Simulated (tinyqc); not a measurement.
Comparisons within one model: conductance of a narrow metal strip with scatterers (square lattice, Green functions). A value that a table varies takes the place of the one given here.

A strip of W sites across with hard walls, site energy 0 and hopping -t. Mode n = 1 to W has profile chi_n(j) = sqrt(2/(W + 1)) sin(n j pi/(W + 1)) and energy en = -2t cos(n pi/(W + 1)); E = en - 2t cos(kn a). With z_n = exp(i kn a) (Im k > 0 for closed modes, |z| < 1) each lead gives the self-energy -t z_n in mode n. One column carries the site energies v, here one foreign atom. In the mode basis V_nm = sum_j chi_n(j) v_j chi_m(j), G = (E - en + 2 t z_n - V)^-1, and t_nm = 2t sqrt(sin(kn a) sin(km a)) G_nm in size for open modes. T = sum |t_nm|^2, conductance (2e^2/h) T.

Constants: e^2/h = 3.874045865e-05 S.

Parameters, chosen for this exercise (hopping and spacing of the size met in Cu or Al; the lattice is a model; the results hold for these values, not for the real material):

| symbol | value | unit | meaning |
|---|---|---|---|
| t | 0.92 | eV | hopping |
| W | 4 |  | sites across |
| v | (0, -2.9, 0, 0) | eV | site energies in the scattering column |
| a | 2.55 | angstrom | spacing |
| E | 1.07 | eV | Fermi energy |

## Conductance steps with and without the scatterer

E is varied across the lower half of the band.

Against energy:

| E/t | E (eV) | open modes | T | reflected |
|---|---|---|---|---|
| -3.30 | -3.036 | 1 | 0.1114 | 0.8886 |
| -2.95 | -2.714 | 1 | 0.0712 | 0.9288 |
| -2.65 | -2.438 | 1 | 0.5139 | 0.4861 |
| -2.30 | -2.116 | 2 | 1.1699 | 0.8301 |
| -1.95 | -1.794 | 2 | 1.1349 | 0.8651 |
| -1.65 | -1.518 | 2 | 1.0326 | 0.9674 |
| -1.30 | -1.196 | 3 | 2.0794 | 0.9206 |
| -0.95 | -0.874 | 3 | 2.0580 | 0.9420 |
| -0.65 | -0.598 | 3 | 2.0033 | 0.9967 |
| -0.30 | -0.276 | 4 | 3.0872 | 0.9128 |
| 0.05 | 0.046 | 4 | 3.1468 | 0.8532 |

What can be read from the table?

The clean strip goes from 1 to 4 open modes. The reflected flux ranges from 0.486 (E/t = -2.65) to 0.997 (E/t = -0.65). A scatterer on one site acts on one combination of modes only, so it can reflect at most one unit.

## The same scatterer in wider strips

Width (W + 1) a; the strength is the entry of v largest in size. The foreign atom sits at site W/2 + 1, rounded down. Added resistance (1/T - 1/M)/(2 e^2/h), M the number of open modes.

Against width:

| W | width (angstrom) | M | T | T/M | added resistance (ohm) |
|---|---|---|---|---|---|
| 3 | 10.2 | 2 | 1.8601 | 0.9301 | 485.3 |
| 4 | 12.8 | 3 | 2.6028 | 0.8676 | 656.5 |
| 5 | 15.3 | 3 | 2.6128 | 0.8709 | 637.5 |
| 6 | 17.9 | 4 | 3.5787 | 0.8947 | 379.8 |
| 8 | 22.9 | 5 | 4.7809 | 0.9562 | 118.3 |
| 10 | 28.1 | 7 | 6.3552 | 0.9079 | 187.1 |
| 14 | 38.2 | 9 | 8.7115 | 0.9679 | 47.5 |
| 20 | 53.5 | 13 | 12.6676 | 0.9744 | 26.1 |

What does this show, and why?

The added resistance is 485 ohm at W = 3 and 26.1 at W = 20; from W = 10 to 20 it changes by a factor 0.14, where 1/M gives 0.54 and 1/M^2 gives 0.29. A point scatterer removes at most one unit of M (here 0.14 to 0.64), so its resistance is at most 1/(M (M - 1)) in units of h/2e^2, without bound for M = 1, with jumps where modes open or where the site sits near a node of the open modes; the largest value is at W = 4 (657 ohm).

## What each change does

Open modes M, T and the added resistance (1/T - 1/M)/(2 e^2/h). Each row changes one parameter from the base and keeps the others.

Results:

| case | M | T | added resistance (ohm) |
|---|---|---|---|
| base | 3 | 2.6028 | 657 |
| t = 0.957 eV | 3 | 2.6347 | 597 |
| E = 1.14 eV | 3 | 2.5547 | 750 |
| v = (0, -3.77, 0, 0) eV | 3 | 2.5259 | 808 |

What can be read from the table?

The largest shifts from the base row, up to three for each result and ties (the steps differ in size, so this ranks the rows, not the parameters). M: unchanged at the printed digits by t, E and v. T: v -0.0769, E -0.0481, t +0.0319. added resistance (ohm): v +151, E +93, t -60.

Program tinyqc; command `OMP_NUM_THREADS=1 python tinyqc.py 1451866 1451867 out.jsonl`; about 0.01 s on one thread of a shared Intel(R) Xeon(R) Processor @ 2.30GHz.
